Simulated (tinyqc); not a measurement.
Two-band k.p model of the Delta valleys near the X point under shear strain: sweeps and comparisons. A value that a table varies takes the place of the one given here.

Valley pair on the [001] axis, kz counted from the X point, c = hbar^2/2m0, k0 = kx0 2 pi/a. H = (c kz^2/ml + c (kx^2 + ky^2)/mt + c k0^2/ml) 1 + (2 c k0 kz/ml) sigma_z + (D exy - 2 c kx ky/Mp) sigma_x, so E = c kz^2/ml + c (kx^2 + ky^2)/mt + c k0^2/ml -/+ sqrt((2 c k0 kz/ml)^2 + (D exy - 2 c kx ky/Mp)^2). Without strain the lower band has its minima, E = 0, at kz = +/- k0. Shifts from diagonal strain are left out.

For |eta| < 1: k_min = k0 sqrt(1 - eta^2), E_min = -Delta eta^2/2, ml(eta) = ml/(1 - eta^2), 1/m[110] = 1/mt + eta/Mp, 1/m[1-10] = 1/mt - eta/Mp. For |eta| > 1 the minimum sits at X: E_min = -Delta (2 |eta| - 1)/2, ml(eta) = ml/(1 - 1/|eta|), and eta is replaced by its sign in the transverse masses. Here Delta = 2 c k0^2/ml and eta = D exy/Delta.

s11 = (C11 + C12)/((C11 - C12)(C11 + 2 C12)), s12 = -C12/((C11 - C12)(C11 + 2 C12)), s44 = 1/C44; exx = s11 sxx + s12 (syy + szz) and cyclic, exy = s44 sxy/2; tension is positive. A uniaxial stress X along the unit vector n is s_ij = X n_i n_j.

Constants: hbar^2/2m0 = 3.80998211 eV angstrom^2; kB = 8.617333262e-05 eV/K.

Parameters, chosen for this exercise (near those of Si; shifted at random, so the results belong to these values and not to a real crystal):
```
symbol  value   unit      meaning
a       5.423   angstrom  lattice constant
ml      0.927   m0        longitudinal mass
mt      0.194   m0        transverse mass
kx0     0.154   2 pi/a    distance of the minimum from X
D       13.6    eV        shear deformation potential
Mp      0.233   m0        coupling mass
C11     163.4   GPa
C12     64.9    GPa
C44     79.7    GPa
Xu      8.86    eV        uniaxial potential
T       400     K         temperature
exy     -0.005            shear strain
```

## Sweep of the shear strain

Delta = 2 c k0^2/ml, eta = D exy/Delta.

The minimum:
```
exy       eta  k_min/k0  E_min (meV)  ml(eta)  m[110]  m[1-10]  density-of-states mass
0.0000  0.000     1.000          0.0    0.927  0.1940   0.1940                   0.327
0.0019  0.099     0.995         -1.3    0.936  0.1793   0.2114                   0.329
0.0048  0.249     0.968         -8.1    0.989  0.1606   0.2449                   0.339
0.0096  0.499     0.867        -32.6    1.234  0.1371   0.3318                   0.383
0.0144  0.748     0.663        -73.3    2.107  0.1195   0.5147                   0.506
0.0173  0.899     0.438       -105.8    4.836  0.1109   0.7716                   0.745
0.0231  1.200     0.000       -183.3    5.551  0.1059   1.1590                   0.880
0.0308  1.601     0.000       -288.0    2.470  0.1059   1.1590                   0.672
```

What does this show?

The valleys reach X at eta = 1, that is exy = 0.0192. The shift is quadratic up to eta = 1 (-8.1 meV at eta = 0.25, -32.6 meV at 0.50) and linear beyond, while 1/m[110] rises linearly, taking m[110] from 0.194 to its floor 0.1059, a gain of 83 % in 1/m. ml(eta) diverges at eta = 1; the largest value listed is 5.55. A deformation-potential model with fixed masses misses all of this.

## Tension along [110]: repopulation and mass change

The z valleys move against the x and y valleys by Xu (ezz - exx) and, through the shear, by E_min. Share of the z valleys n = w/(w + 2 exp(dE/kT)), dE the total relative shift, w = sqrt(ml(eta) m[110] m[1-10]/(ml mt^2)). Along [110]: 1/m_c = n/m[110] + (1 - n)(1/ml + 1/mt)/2. Fixed masses means E_min = 0, w = 1, m[110] = mt. Gains are against 3/(1/ml + 2/mt) at a fixed scattering time.

Results:
```
X (GPa)  Xu (ezz - exx) (meV)  E_min (meV)  m[110]  m_c fixed masses  m_c with shear  gain fixed (%)  gain with shear (%)
0.00                      0.0          0.0  0.1940            0.2634          0.2634             0.0                  0.0
0.25                    -11.2         -0.2  0.1876            0.2531          0.2484             4.1                  6.1
0.50                    -22.5         -0.9  0.1817            0.2430          0.2323             8.4                 13.4
1.00                    -45.0         -3.5  0.1708            0.2253          0.2013            16.9                 30.9
1.50                    -67.5         -7.8  0.1612            0.2125          0.1767            24.0                 49.1
2.00                    -89.9        -13.9  0.1526            0.2044          0.1594            28.9                 65.2
3.00                   -134.9        -31.3  0.1379            0.1970          0.1389            33.7                 89.7
```

How do the results move?

At 1 GPa repopulation alone gives 16.9 % and the shear terms raise it to 30.9 %. From 2 to 3 GPa the fixed-mass gain grows by 4.8 points, towards its ceiling of 35.8 % when all electrons sit in the z valleys, whereas the gain with shear grows by 24.5 points because m[110] keeps falling.

## What each parameter does

Delta = 2 c k0^2/ml, eta = D exy/Delta. Each row changes one parameter from the base and keeps the others.

Results:
```
case                      eta  E_min (meV)  ml(eta) (m0)  m[110] (m0)  m[1-10] (m0)
base                  -0.2598        -8.83        0.9941       0.2476        0.1595
ml = 0.99189 m0       -0.2780        -9.45        1.0750       0.2524        0.1575
mt = 0.18042 m0       -0.2598        -8.83        0.9941       0.2259        0.1502
kx0 = 0.16478 2 pi/a  -0.2270        -7.72        0.9773       0.2392        0.1632
D = 14.552 eV         -0.2780       -10.11        1.0047       0.2524        0.1575
Mp = 0.21669 m0       -0.2598        -8.83        0.9941       0.2528        0.1574
exy = -0.00535        -0.2780       -10.11        1.0047       0.2524        0.1575
```

What can be read from the table?

The largest shifts from the base row, up to three for each result and ties (the steps differ in size, so this ranks the rows, not the parameters). eta: kx0 +0.0329, D -0.0182, ml -0.0182, exy -0.0182; unchanged at the printed digits by mt and Mp. E_min (meV): D -1.28, exy -1.28, kx0 +1.12; unchanged at the printed digits by mt and Mp. ml(eta) (m0): ml +0.0809, kx0 -0.0168, D +0.0105, exy +0.0105; unchanged at the printed digits by mt and Mp. m[110] (m0): mt -0.0217, kx0 -0.0084, Mp +0.0053. m[1-10] (m0): mt -0.0093, kx0 +0.0037, Mp -0.0021.

Computed by tinyqc, a small Python program: `OMP_NUM_THREADS=1 python tinyqc.py 1050892 1050893 out.jsonl` (the numbers bound the seed that draws the inputs); one thread of a shared host (Intel(R) Xeon(R) Processor @ 2.30GHz), about 0.01 s for the whole set of steps.
